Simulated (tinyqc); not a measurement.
Inside a calculation. Method: Jacobi rotations on a symmetric matrix. One step of it, computed by the program tinyqc.

Task: Jacobi rotation 3. Take the largest off-diagonal element A_pq; tan 2 theta = 2 A_pq / (A_qq - A_pp) with |theta| <= pi/4; A' = J^T A J with J_pp = J_qq = cos, J_pq = sin, J_qp = -sin.

A':
$$\begin{pmatrix}
0.459274 & 0.000000 & 0.006825 \\
0.000000 & 2.097376 & -0.047324 \\
0.006825 & -0.047324 & 2.207351
\end{pmatrix}$$

Give: p, q, theta; A'.

Result:

p, q, theta (rad): [2.0000, 3.0000, -0.3553]

A':
$$\begin{pmatrix}
0.4593 & 0.0024 & 0.0064 \\
0.0024 & 2.0798 & 0.0000 \\
0.0064 & 0.0000 & 2.2249
\end{pmatrix}$$
